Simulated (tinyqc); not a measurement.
Inside a calculation (part 3 of 3). Method: UHF in the 6-31g basis, for H4+, spin multiplicity 2. Computed by tinyqc, a small Python program that keeps every step (integrals from PySCF). Command: `OMP_NUM_THREADS=1 python tinyqc.py 21776 21777 out.jsonl` (the two numbers bound the seeds that draw the settings). One thread of a shared host (Intel(R) Xeon(R) Processor @ 2.60GHz), about 0.1 s of CPU time with the checks.

Geometry (angstrom):

| atom | x | y | z |
|---|---|---|---|
| H | 0.0000 | 0.0000 | 0.0000 |
| H | 0.0000 | 0.0000 | 1.6060 |
| H | 0.0000 | 0.0000 | 2.7120 |
| H | 0.0000 | 0.0000 | 4.3170 |

## Iteration 2: diagonalisation and new density

extrapolated F(alpha) (hartree):
```
         1H 1s    1H 2s    2H 1s    2H 2s    3H 1s    3H 2s    4H 1s    4H 2s
1H 1s  -0.2431  -0.5799  -0.1847  -0.3146  -0.0125  -0.0689   0.0251   0.0251
1H 2s  -0.5799  -0.5127  -0.3153  -0.3988  -0.0673  -0.1545   0.0251   0.0155
2H 1s  -0.1847  -0.3153  -0.1977  -0.6145  -0.3547  -0.4404  -0.0125  -0.0674
2H 2s  -0.3146  -0.3988  -0.6145  -0.6191  -0.4404  -0.5076  -0.0690  -0.1547
3H 1s  -0.0125  -0.0673  -0.3547  -0.4404  -0.1975  -0.6145  -0.1850  -0.3156
3H 2s  -0.0689  -0.1545  -0.4404  -0.5076  -0.6145  -0.6191  -0.3149  -0.3991
4H 1s   0.0251   0.0251  -0.0125  -0.0690  -0.1850  -0.3149  -0.2432  -0.5800
4H 2s   0.0251   0.0155  -0.0674  -0.1547  -0.3156  -0.3991  -0.5800  -0.5129
```

extrapolated F(beta) (hartree):
```
         1H 1s    1H 2s    2H 1s    2H 2s    3H 1s    3H 2s    4H 1s    4H 2s
1H 1s   0.0325  -0.3480  -0.1168  -0.2053  -0.0345  -0.0745  -0.0080  -0.0159
1H 2s  -0.3480  -0.2888  -0.2368  -0.2865  -0.0990  -0.1688  -0.0159  -0.0365
2H 1s  -0.1168  -0.2368  -0.1364  -0.5658  -0.3864  -0.4613  -0.0346  -0.0991
2H 2s  -0.2053  -0.2865  -0.5658  -0.5622  -0.4613  -0.5185  -0.0746  -0.1690
3H 1s  -0.0345  -0.0990  -0.3864  -0.4613  -0.1366  -0.5660  -0.1171  -0.2371
3H 2s  -0.0745  -0.1688  -0.4613  -0.5185  -0.5660  -0.5623  -0.2055  -0.2868
4H 1s  -0.0080  -0.0159  -0.0346  -0.0746  -0.1171  -0.2055   0.0328  -0.3480
4H 2s  -0.0159  -0.0365  -0.0991  -0.1690  -0.2371  -0.2868  -0.3480  -0.2888
```

X:
```
             1        2        3        4        5        6        7       8
1H 1s  -0.2654  -0.6544   0.8100   0.5549   0.2864   0.4115   0.3333  0.0997
1H 2s   0.9124   0.9364  -0.7577  -0.3778   0.0409   0.3250   0.3615  0.1625
2H 1s   0.6534   0.5293   0.4000   0.7322  -0.6630  -0.2385   0.1185  0.2171
2H 2s  -2.1735  -0.6601  -0.2964  -0.4998  -0.2171  -0.1380   0.1467  0.3060
3H 1s  -0.6537   0.5286  -0.4006   0.7320   0.6633  -0.2381  -0.1183  0.2172
3H 2s   2.1744  -0.6594   0.2968  -0.4996   0.2171  -0.1377  -0.1466  0.3060
4H 1s   0.2653  -0.6546  -0.8098   0.5547  -0.2868   0.4115  -0.3331  0.0999
4H 2s  -0.9132   0.9367   0.7575  -0.3776  -0.0411   0.3250  -0.3612  0.1628
```

Diagonalise F' = X^T F X, C = X C', fill 2 alpha and 1 beta electrons from the bottom; D(s) = C_occ C_occ^T. Each column has its largest component positive (the first on a tie).

F' = X^T F X (alpha) (hartree):
```
         1        2        3        4        5        6        7        8
1   0.6377   0.0001   0.0899  -0.0001  -0.4158  -0.0001   0.0572   0.0000
2   0.0001   0.7042   0.0001   0.0388   0.0000  -0.2092   0.0000  -0.0004
3   0.0899   0.0001   0.7342  -0.0001  -0.0633   0.0000   0.1028   0.0001
4  -0.0001   0.0388  -0.0001   0.6881  -0.0001   0.0150   0.0001  -0.0748
5  -0.4158   0.0000  -0.0633  -0.0001   0.1810   0.0000   0.0477   0.0001
6  -0.0001  -0.2092   0.0000   0.0150   0.0000  -0.3376   0.0001  -0.0331
7   0.0572   0.0000   0.1028   0.0001   0.0477   0.0001  -0.6710   0.0000
8   0.0000  -0.0004   0.0001  -0.0748   0.0001  -0.0331   0.0000  -0.8384
```

orbital energies (alpha) (hartree): MO1 -0.8442, MO2 -0.6867, MO3 -0.3765, MO4 -0.0570, MO5 0.6748, MO6 0.6809, MO7 0.7621, MO8 0.9447

coefficients C (alpha):
```
          MO1      MO2      MO3      MO4      MO5      MO6      MO7      MO8
1H 1s  0.1482   0.2637   0.2577   0.1467   0.8267   0.9002  -0.3958   0.0731
1H 2s  0.1733   0.3477   0.4956   0.5378  -0.7272  -1.0057   0.5998   0.3239
2H 1s  0.2397   0.1059  -0.1656  -0.2266   0.3885  -0.0776   0.8270   0.9861
2H 2s  0.2665   0.3316  -0.2685  -1.2632  -0.1830   0.6020  -0.7868  -1.6779
3H 1s  0.2397  -0.1058  -0.1654   0.2268   0.3890   0.0699   0.8267  -0.9868
3H 2s  0.2665  -0.3313  -0.2680   1.2637  -0.1928  -0.5981  -0.7871   1.6786
4H 1s  0.1484  -0.2637   0.2575  -0.1467   0.8106  -0.9142  -0.3967  -0.0737
4H 2s  0.1735  -0.3476   0.4953  -0.5387  -0.7094   1.0181   0.6010  -0.3238
```

F' = X^T F X (beta) (hartree):
```
         1        2        3        4        5        6        7        8
1   0.6628   0.0001   0.0861  -0.0001  -0.4061   0.0000   0.0160   0.0000
2   0.0001   0.7297   0.0001   0.0229   0.0000  -0.2392   0.0000   0.0034
3   0.0861   0.0001   0.7810  -0.0001  -0.0456  -0.0001   0.1492   0.0000
4  -0.0001   0.0229  -0.0001   0.7222  -0.0001   0.0561   0.0001  -0.0398
5  -0.4061   0.0000  -0.0456  -0.0001   0.2600   0.0000   0.0322  -0.0001
6   0.0000  -0.2392  -0.0001   0.0561   0.0000  -0.1819  -0.0001   0.0777
7   0.0160   0.0000   0.1492   0.0001   0.0322  -0.0001  -0.3061  -0.0001
8   0.0000   0.0034   0.0000  -0.0398  -0.0001   0.0777  -0.0001  -0.7506
```

orbital energies (beta) (hartree): MO1 -0.7635, MO2 -0.3299, MO3 -0.2327, MO4 0.0115, MO5 0.7255, MO6 0.7467, MO7 0.7902, MO8 0.9695

coefficients C (beta):
```
          MO1      MO2      MO3      MO4      MO5      MO6      MO7      MO8
1H 1s  0.0736   0.2056   0.2216   0.1120   0.6680   0.9246  -0.6455   0.0899
1H 2s  0.0767   0.4148   0.5801   0.5724  -0.4663  -0.9727   0.7692   0.3054
2H 1s  0.2593   0.0976  -0.1104  -0.2142   0.6308  -0.0955   0.6647   0.9884
2H 2s  0.3235   0.2968  -0.2167  -1.3062  -0.4294   0.6053  -0.6768  -1.6505
3H 1s  0.2594  -0.0977  -0.1100   0.2144   0.6308   0.0885   0.6654  -0.9886
3H 2s  0.3237  -0.2970  -0.2154   1.3066  -0.4331  -0.5998  -0.6800   1.6508
4H 1s  0.0737  -0.2051   0.2219  -0.1120   0.6615  -0.9265  -0.6491  -0.0907
4H 2s  0.0767  -0.4136   0.5807  -0.5735  -0.4596   0.9730   0.7734  -0.3050
```

D(alpha) after iteration 2:
```
         1H 1s    1H 2s   2H 1s    2H 2s   3H 1s    3H 2s    4H 1s    4H 2s
1H 1s   0.0915   0.1174  0.0634   0.1269  0.0076  -0.0479  -0.0476  -0.0660
1H 2s   0.1174   0.1509  0.0784   0.1615  0.0048  -0.0690  -0.0660  -0.0908
2H 1s   0.0634   0.0784  0.0687   0.0990  0.0463   0.0288   0.0076   0.0048
2H 2s   0.1269   0.1615  0.0990   0.1810  0.0288  -0.0388  -0.0479  -0.0690
3H 1s   0.0076   0.0048  0.0463   0.0288  0.0687   0.0989   0.0635   0.0784
3H 2s  -0.0479  -0.0690  0.0288  -0.0388  0.0989   0.1808   0.1269   0.1614
4H 1s  -0.0476  -0.0660  0.0076  -0.0479  0.0635   0.1269   0.0916   0.1174
4H 2s  -0.0660  -0.0908  0.0048  -0.0690  0.0784   0.1614   0.1174   0.1510
```

D(beta) after iteration 2:
```
        1H 1s   1H 2s   2H 1s   2H 2s   3H 1s   3H 2s   4H 1s   4H 2s
1H 1s  0.0054  0.0056  0.0191  0.0238  0.0191  0.0238  0.0054  0.0056
1H 2s  0.0056  0.0059  0.0199  0.0248  0.0199  0.0248  0.0057  0.0059
2H 1s  0.0191  0.0199  0.0672  0.0839  0.0672  0.0839  0.0191  0.0199
2H 2s  0.0238  0.0248  0.0839  0.1046  0.0839  0.1047  0.0238  0.0248
3H 1s  0.0191  0.0199  0.0672  0.0839  0.0673  0.0840  0.0191  0.0199
3H 2s  0.0238  0.0248  0.0839  0.1047  0.0840  0.1048  0.0239  0.0248
4H 1s  0.0054  0.0057  0.0191  0.0238  0.0191  0.0239  0.0054  0.0057
4H 2s  0.0056  0.0059  0.0199  0.0248  0.0199  0.0248  0.0057  0.0059
```

## Iteration 10 (converged): orbitals

converged F(alpha) (hartree):
```
         1H 1s    1H 2s    2H 1s    2H 2s    3H 1s    3H 2s    4H 1s    4H 2s
1H 1s  -0.3263  -0.6548  -0.1865  -0.3425  -0.0243  -0.0847   0.0170   0.0135
1H 2s  -0.6548  -0.5705  -0.2971  -0.4083  -0.0700  -0.1595   0.0135   0.0018
2H 1s  -0.1865  -0.2971  -0.1178  -0.5357  -0.3032  -0.3815  -0.0244  -0.0702
2H 2s  -0.3425  -0.4083  -0.5357  -0.5600  -0.3815  -0.4539  -0.0848  -0.1597
3H 1s  -0.0243  -0.0700  -0.3032  -0.3815  -0.1180  -0.5360  -0.1868  -0.2975
3H 2s  -0.0847  -0.1595  -0.3815  -0.4539  -0.5360  -0.5603  -0.3429  -0.4086
4H 1s   0.0170   0.0135  -0.0244  -0.0848  -0.1868  -0.3429  -0.3263  -0.6548
4H 2s   0.0135   0.0018  -0.0702  -0.1597  -0.2975  -0.4086  -0.6548  -0.5706
```

converged F(beta) (hartree):
```
         1H 1s    1H 2s    2H 1s    2H 2s    3H 1s    3H 2s    4H 1s    4H 2s
1H 1s   0.1350  -0.2784  -0.0917  -0.1612  -0.0184  -0.0483  -0.0017  -0.0056
1H 2s  -0.2784  -0.2273  -0.2325  -0.2603  -0.0906  -0.1516  -0.0056  -0.0229
2H 1s  -0.0917  -0.2325  -0.2982  -0.6604  -0.4539  -0.5327  -0.0184  -0.0908
2H 2s  -0.1612  -0.2603  -0.6604  -0.6301  -0.5327  -0.5806  -0.0484  -0.1519
3H 1s  -0.0184  -0.0906  -0.4539  -0.5327  -0.2982  -0.6604  -0.0920  -0.2328
3H 2s  -0.0483  -0.1516  -0.5327  -0.5806  -0.6604  -0.6302  -0.1615  -0.2606
4H 1s  -0.0017  -0.0056  -0.0184  -0.0484  -0.0920  -0.1615   0.1346  -0.2786
4H 2s  -0.0056  -0.0229  -0.0908  -0.1519  -0.2328  -0.2606  -0.2786  -0.2276
```

As before.

F' = X^T F X (alpha) (hartree):
```
         1        2        3        4        5        6        7        8
1   0.6274   0.0001   0.0751  -0.0001  -0.4081   0.0000   0.0523   0.0000
2   0.0001   0.7015   0.0000   0.0230   0.0000  -0.2088   0.0000   0.0112
3   0.0751   0.0000   0.7363   0.0000  -0.0638   0.0000   0.0928   0.0001
4  -0.0001   0.0230   0.0000   0.6782  -0.0001  -0.0053   0.0001  -0.0551
5  -0.4081   0.0000  -0.0638  -0.0001   0.1955   0.0000  -0.0046   0.0000
6   0.0000  -0.2088   0.0000  -0.0053   0.0000  -0.3795  -0.0001  -0.1296
7   0.0523   0.0000   0.0928   0.0001  -0.0046  -0.0001  -0.7254   0.0001
8   0.0000   0.0112   0.0001  -0.0551   0.0000  -0.1296   0.0001  -0.7869
```

orbital energies (alpha) (hartree): MO1 -0.8281, MO2 -0.7332, MO3 -0.3802, MO4 -0.0497, MO5 0.6730, MO6 0.6886, MO7 0.7485, MO8 0.9281

coefficients C (alpha):
```
          MO1      MO2      MO3      MO4      MO5      MO6      MO7      MO8
1H 1s  0.2136   0.2884   0.2281   0.1352   0.7421  -0.9054  -0.5106   0.0682
1H 2s  0.2666   0.3703   0.4356   0.5032  -0.6258   1.0234   0.7024   0.3275
2H 1s  0.1809   0.0785  -0.2000  -0.2231   0.5108   0.0635   0.7659   0.9902
2H 2s  0.2128   0.2554  -0.3333  -1.2996  -0.2988  -0.5960  -0.7443  -1.6643
3H 1s  0.1812  -0.0783  -0.1999   0.2232   0.5096  -0.0698   0.7659  -0.9904
3H 2s  0.2135  -0.2551  -0.3331   1.2999  -0.2922   0.6003  -0.7441   1.6646
4H 1s  0.2142  -0.2878   0.2283  -0.1352   0.7514   0.8985  -0.5093  -0.0688
4H 2s  0.2672  -0.3693   0.4360  -0.5040  -0.6363  -1.0181   0.7013  -0.3272
```

F' = X^T F X (beta) (hartree):
```
         1        2       3        4        5        6        7        8
1   0.6466   0.0001  0.0558  -0.0001  -0.3853   0.0000   0.0133   0.0000
2   0.0001   0.7305  0.0000  -0.0294   0.0000  -0.2439   0.0000  -0.0182
3   0.0558   0.0000  0.8037   0.0001   0.0000   0.0000   0.1704   0.0000
4  -0.0001  -0.0294  0.0001   0.6836   0.0000   0.1203   0.0001  -0.0834
5  -0.3853   0.0000  0.0000   0.0000   0.1709   0.0000   0.0829  -0.0001
6   0.0000  -0.2439  0.0000   0.1203   0.0000  -0.1831   0.0002   0.2079
7   0.0133   0.0000  0.1704   0.0001   0.0829   0.0002  -0.2422   0.0000
8   0.0000  -0.0182  0.0000  -0.0834  -0.0001   0.2079   0.0000  -0.8068
```

orbital energies (beta) (hartree): MO1 -0.8800, MO2 -0.2924, MO3 -0.1892, MO4 -0.0240, MO5 0.6741, MO6 0.8017, MO7 0.8193, MO8 0.8936

coefficients C (beta):
```
           MO1      MO2      MO3      MO4      MO5      MO6      MO7      MO8
1H 1s   0.0314   0.1553   0.1977   0.1304   0.2164   0.9111   0.9173   0.1882
1H 2s  -0.0059   0.3349   0.6112   0.6371   0.0427  -0.9763  -0.8888   0.2325
2H 1s   0.3148   0.1565  -0.0841  -0.2402   0.8753  -0.1876  -0.2200   0.9605
2H 2s   0.3184   0.4846  -0.1479  -1.1534  -0.7478   0.7698   0.3454  -1.6491
3H 1s   0.3148  -0.1562  -0.0843   0.2403   0.8746   0.1917  -0.2179  -0.9609
3H 2s   0.3186  -0.4842  -0.1494   1.1537  -0.7467  -0.7759   0.3350   1.6495
4H 1s   0.0315  -0.1558   0.1974  -0.1304   0.2170  -0.9249   0.9031  -0.1892
4H 2s  -0.0059  -0.3359   0.6106  -0.6375   0.0420   0.9902  -0.8740  -0.2319
```

D(alpha) after iteration 10:
```
         1H 1s    1H 2s   2H 1s    2H 2s   3H 1s    3H 2s    4H 1s    4H 2s
1H 1s   0.1288   0.1637  0.0613   0.1191  0.0161  -0.0280  -0.0373  -0.0495
1H 2s   0.1637   0.2082  0.0773   0.1513  0.0193  -0.0375  -0.0495  -0.0655
2H 1s   0.0613   0.0773  0.0389   0.0586  0.0266   0.0186   0.0161   0.0193
2H 2s   0.1191   0.1513  0.0586   0.1105  0.0186  -0.0197  -0.0279  -0.0375
3H 1s   0.0161   0.0193  0.0266   0.0186  0.0390   0.0587   0.0614   0.0773
3H 2s  -0.0280  -0.0375  0.0186  -0.0197  0.0587   0.1106   0.1191   0.1513
4H 1s  -0.0373  -0.0495  0.0161  -0.0279  0.0614   0.1191   0.1287   0.1635
4H 2s  -0.0495  -0.0655  0.0193  -0.0375  0.0773   0.1513   0.1635   0.2078
```

D(beta) after iteration 10:
```
         1H 1s    1H 2s    2H 1s    2H 2s    3H 1s    3H 2s    4H 1s    4H 2s
1H 1s   0.0010  -0.0002   0.0099   0.0100   0.0099   0.0100   0.0010  -0.0002
1H 2s  -0.0002   0.0000  -0.0019  -0.0019  -0.0019  -0.0019  -0.0002   0.0000
2H 1s   0.0099  -0.0019   0.0991   0.1002   0.0991   0.1003   0.0099  -0.0018
2H 2s   0.0100  -0.0019   0.1002   0.1014   0.1002   0.1014   0.0100  -0.0019
3H 1s   0.0099  -0.0019   0.0991   0.1002   0.0991   0.1003   0.0099  -0.0018
3H 2s   0.0100  -0.0019   0.1003   0.1014   0.1003   0.1015   0.0100  -0.0019
4H 1s   0.0010  -0.0002   0.0099   0.0100   0.0099   0.0100   0.0010  -0.0002
4H 2s  -0.0002   0.0000  -0.0018  -0.0019  -0.0018  -0.0019  -0.0002   0.0000
```

## Convergence

Stop when the energy changes by less than 1e-09 hartree and every element of the error matrix X^T (F D S - S D F) X (for each spin) is below 9e-06.

Course of the cycle:

| iteration | E (hartree) | change | largest element of the error matrix |
|---|---|---|---|
| 1 | -1.423811 | - | 2.26e-01 |
| 2 | -1.634457 | -2.11e-01 | 4.26e-02 |
| 3 | -1.648486 | -1.40e-02 | 3.41e-02 |
| 4 | -1.662694 | -1.42e-02 | 1.09e-02 |
| 5 | -1.663747 | -1.05e-03 | 5.03e-03 |
| 6 | -1.663931 | -1.84e-04 | 1.29e-03 |
| 7 | -1.663942 | -1.11e-05 | 1.45e-04 |
| 8 | -1.663942 | -2.02e-07 | 1.12e-05 |
| 9 | -1.663942 | -1.43e-09 | 3.46e-06 |
| 10 | -1.663942 | -1.58e-10 | 2.06e-06 |

PySCF UHF in the same basis, after a stability check = -1.663942 hartree

Converged in 10 iterations.

## Populations, bond orders and dipole

overlap S:
```
        1H 1s   1H 2s   2H 1s   2H 2s   3H 1s   3H 2s   4H 1s   4H 2s
1H 1s  1.0000  0.6583  0.0369  0.1965  0.0001  0.0212  0.0000  0.0001
1H 2s  0.6583  1.0000  0.1965  0.4758  0.0212  0.1203  0.0001  0.0047
2H 1s  0.0369  0.1965  1.0000  0.6583  0.1912  0.3708  0.0001  0.0212
2H 2s  0.1965  0.4758  0.6583  1.0000  0.3708  0.7031  0.0212  0.1205
3H 1s  0.0001  0.0212  0.1912  0.3708  1.0000  0.6583  0.0370  0.1968
3H 2s  0.0212  0.1203  0.3708  0.7031  0.6583  1.0000  0.1968  0.4763
4H 1s  0.0000  0.0001  0.0001  0.0212  0.0370  0.1968  1.0000  0.6583
4H 2s  0.0001  0.0047  0.0212  0.1205  0.1968  0.4763  0.6583  1.0000
```

Mulliken: Z minus the diagonal of D S on the atom; Loewdin: the same with S^(1/2) D S^(1/2); Mayer order: 2 sum_s sum (D(s) S)_ij (D(s) S)_ji over the two atoms.

Charges (e):

| atom | Mulliken | Loewdin | Mulliken spin |
|---|---|---|---|
| 1H | 0.3378 | 0.3255 | 0.6586 |
| 2H | 0.1622 | 0.1745 | -0.1584 |
| 3H | 0.1616 | 0.1740 | -0.1581 |
| 4H | 0.3384 | 0.3260 | 0.6580 |

Mayer bond orders:

| pair | order |
|---|---|
| 2-1 | 0.4056 |
| 3-1 | -0.0069 |
| 3-2 | 0.5475 |
| 4-1 | 0.0531 |
| 4-2 | -0.0069 |
| 4-3 | 0.4060 |

dipole moment about the origin, x y z (debye): 0.0000  0.0000  10.3725

<S^2> of the determinant (pure state: 0.75) = 1.0815
